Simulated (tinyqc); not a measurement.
Inside a calculation. Model: space-charge-limited current through a thin insulating or semi-insulating film with traps. Computed by tinyqc, a small Python program that keeps every step. Command: `OMP_NUM_THREADS=1 python tinyqc.py 3006049 3006050 out.jsonl sclc walk`. One thread of a shared host (Intel(R) Xeon(R) Processor @ 2.30GHz), about 0.01 s of CPU time with the checks. Intermediate numbers are printed to about 6 digits and carried at full precision; extremes and crossings named in words are read from the listed rows.

One ohmic injecting contact at x = 0 (field zero), drift only, non-degenerate free carriers.

Inputs (values chosen for the exercise, modelled on amorphous silicon):
```
quantity,value,unit
permittivity eps,11.8,-
band mobility mu,4.8,cm^2/(V s)
effective density of states N_c,2.2e+20,1/cm^3
trap density N_t,2.3e+15,1/cm^3
"equilibrium Fermi level below the band edge, E_0",0.73,eV
thickness d,2600,nm
"free density at the anode, in units of N_c",0.0002,-
temperature T,350,K
characteristic temperature T_c,500,K
```

Traps: exponential tail.

Constants: k_B = 8.617333262e-05 eV/K; e = 1.602176634e-19 C; eps_0 = 8.8541878128e-12 F/m.

## Equilibrium and landmark voltages

Free density n_0 = N_c exp(-E_0/k_B T) in equilibrium; trapped density n_t(n) = N_t (n/N_c)^(T/T_c) (the low-temperature form). theta = n/(n + n_t) at the anode density; trap-filled-limit voltage V_TFL = e (N_t - n_t(n_0)) d^2/(2 eps eps_0).

n_0 = 6.77463e+09 1/cm^3

n_t(n_0) = 1.00844e+08 1/cm^3

theta = 0.999865

V_TFL = 11.9213 V

## One point of the curve

J = e mu n F and (eps eps_0/e) dF/dx = n - n_0 + n_t(n) - n_t(n_0) = rho(n). With F = J/(e mu n): d = (eps eps_0 J/(e^2 mu)) I_1 and V = (eps eps_0 J^2/(e^3 mu^2)) I_2, I_k = int_(n_L)^infinity dn/(n^(k+1) rho(n)), n_L the density at the anode; with u = n_L/n, 200 Gauss-Legendre points in t, u = 1 - (1 - t)^2. Anode field J/(e mu n_L); Mott-Gurney current (9/8) eps eps_0 mu V^2/d^3; ohmic current e n_0 mu V/d.

I_1 = 2.58234e-34 cm^6

I_2 = 3.91262e-51 cm^9

current density J = 118738 A/cm^2

voltage V = 608.228 V

anode field over mean field V/d = 1.50001

trap-free Mott-Gurney current = 118751 A/cm^2

ohmic current = 0.0121879 A/cm^2

J is 1.000 times the trap-free law and 9.74e6 times the ohmic current; theta is 1.000. The field ratio is 1 for ohmic flow, 3/2 for the square law and 2 for a uniform fixed charge; here 1.50. Caution: J V exceeds 1e5 W/cm^2, where self-heating, left out here, would matter. Caution: mu V/d exceeds 1e7 cm/s, so velocity saturation would limit the current.

## The whole curve

The last column is d ln J/d ln V up to the next row.

Current against voltage:
```
n_L (1/cm^3),V (V),J (A/cm^2),slope
7.10e+09,2.61914e-05,6.67678e-10,1.62578
3.10e+10,3.74878e-04,5.05279e-08,1.94070
1.30e+11,1.75025e-03,1.00523e-06,1.98728
5.70e+11,7.84870e-03,1.98322e-05,1.99760
2.50e+12,3.45716e-02,3.83418e-04,1.99977
1.10e+13,1.52189e-01,7.42764e-03,2.00015
4.60e+13,6.36305e-01,1.29869e-01,2.00016
2.00e+14,2.76587e+00,2.45438e+00,2.00012
8.60e+14,1.18910e+01,4.53727e+01,2.00008
3.70e+15,5.11527e+01,8.39739e+02,2.00005
1.60e+16,2.21182e+02,1.57016e+04,2.00003
6.90e+16,9.53798e+02,2.91996e+05,-
```

The slope starts at 1.63, peaks at 2.0 between 0.636 and 2.77 V and ends at 2.00. Rows below 0.30 V (10 k_B T/e) are formal, since diffusion from the contact rules there. Self-heating is left out, although J V exceeds 1e5 W/cm^2 at the last row. The last rows ignore velocity saturation (mu V/d above 1e7 cm/s). Rows above 780 V are formal, since the mean field exceeds 3 MV/cm and breakdown sets in. An exponential tail gives the power law T_c/T + 1 = 2.43, which this range does not fully reach.

Checks made by the program: trap-free limit against the Mott-Gurney law (relative difference 5e-08).
